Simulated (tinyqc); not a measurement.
Comparisons within one model: Franz-Keldysh effect at a direct gap. A value that a table varies takes the place of the one given here.

Parabolic bands, vertical transitions, no excitons. For each hole band j: mr = me mj/(me + mj); joint density of states J_j(E) = (mr/c)^(3/2) sqrt(E - Eg)/(2 pi^2), both spins, c = hbar^2/2m0; averaged matrix element |e.p|^2 = m0 Ep/6; alpha_j(E) = 4 pi^2 alpha_f c Ep J_j/(3 nr E) in 1/angstrom (alpha_f the fine-structure constant, listed as alpha among the constants), times 1e8 for 1/cm.

In a field Fd (1 kV/cm = 1e-5 V/angstrom) the electro-optic energy of band j is th = (c (e Fd)^2/mr)^(1/3), and sqrt(E - Eg) in J_j is replaced by pi sqrt(th) [Ai'(b)^2 - b Ai(b)^2] with b = (Eg - E)/th; Ai is the Airy function.

Constants: hbar^2/2m0 = 3.80998211 eV angstrom^2; fine-structure constant alpha = 0.007297352564.

Inputs chosen for the exercise (near those of InP; the results hold for these values, not for the real material): Eg = 1.323 eV (direct gap); me = 0.077 m0 (electron mass); mhh = 0.619 m0 (heavy-hole mass); mlh = 0.0906 m0 (light-hole mass); Ep = 20.7 eV (Kane energy); nr = 3.44 (refractive index); Fd = 91 kV/cm (uniform field); det = 25 meV (detuning below the gap).

## Spectrum around the gap

Absorption (1/cm):
```
E - Eg (eV)  alpha(0)   alpha(F)  change
-0.0896             0      2.650       3
-0.0717             0      11.34      11
-0.0538             0      44.07      44
-0.0358             0      154.1     154
-0.0179             0      469.2     469
0.0000              0       1226    1226
0.0179           3953       2691   -1262
0.0358           5516       4845    -672
0.0538           6674       7037     363
0.0717           7605       8252     646
0.0896           8394       8428      33
0.1075           9079       8752    -327
0.1434          10230  1.037e+04     137
0.1792          11163  1.122e+04      59
```

At the gap alpha(F) = 1226 1/cm; 71.7 meV below it 11.3 1/cm remain, the tail falling as exp(-(4/3) b^(3/2)). Among the energies listed the largest rise is 1226 1/cm at E - Eg = 0.0 meV and the largest fall -1262 1/cm at 17.9 meV. It changes sign between 0.0 and 17.9 meV, between 35.8 and 53.8 meV, between 89.6 and 107.5 meV and between 107.5 and 143.4 meV; th is 35.8 meV for heavy holes and 42.3 meV for light holes.

## Tail absorption against field

At E = Eg - det; the field takes the values listed. The last column is the length for 10 dB of loss.

Results:
```
Fd (kV/cm)  th heavy (meV)  b heavy  alpha (1/cm)  length (micrometre)
10                    8.22    3.040         0.224             1.03e+05
20                   13.06    1.915          8.40             2.74e+03
40                   20.72    1.206          69.9                  329
60                   27.16    0.921           160                  144
100                  38.18    0.655           348                 66.2
150                  50.02    0.500           557                 41.4
250                  70.32    0.356           889                 25.9
400                  96.20    0.260      1.26e+03                 18.3
```

alpha grows by 2.9 decades from 10 to 60 kV/cm and by a factor 1.41 over the last step, where the field grows by 1.6: the exponent (4/3) b^(3/2) goes as 1/Fd, so the gain is steep only while b > 1 (deep in the tail the light-hole pair, with its smaller b, carries most of it), that is up to 40 kV/cm of those listed. Values below about 10 1/cm lie under the Urbach and exciton tails of a real crystal, left out here.

## What moves the tail

At E = Eg - det. Each row changes one parameter from the base and keeps the others.

Results:
```
case             th heavy (meV)  alpha (1/cm)
base                     35.849         306.9
Fd = 118 kV/cm           42.629         427.0
det = 35 meV             35.849         162.5
me = 0.0885 m0           34.411         333.0
mlh = 0.1178 m0          35.849         319.3
Ep = 22.8 eV             35.849         338.0
nr = 3.61                35.849         292.4
```

The largest shifts from the base row, up to three for each result and ties (the steps differ in size, so this ranks the rows, not the parameters). th heavy (meV): Fd +6.780, me -1.438; unchanged at the printed digits by det, mlh, Ep and nr. alpha (1/cm): det -144, Fd +120, Ep +31.1.

(tinyqc, `OMP_NUM_THREADS=1 python tinyqc.py 1650398 1650399 out.jsonl`, Intel(R) Xeon(R) Processor @ 2.30GHz, 1 thread, shared host, about 0.01 s.)
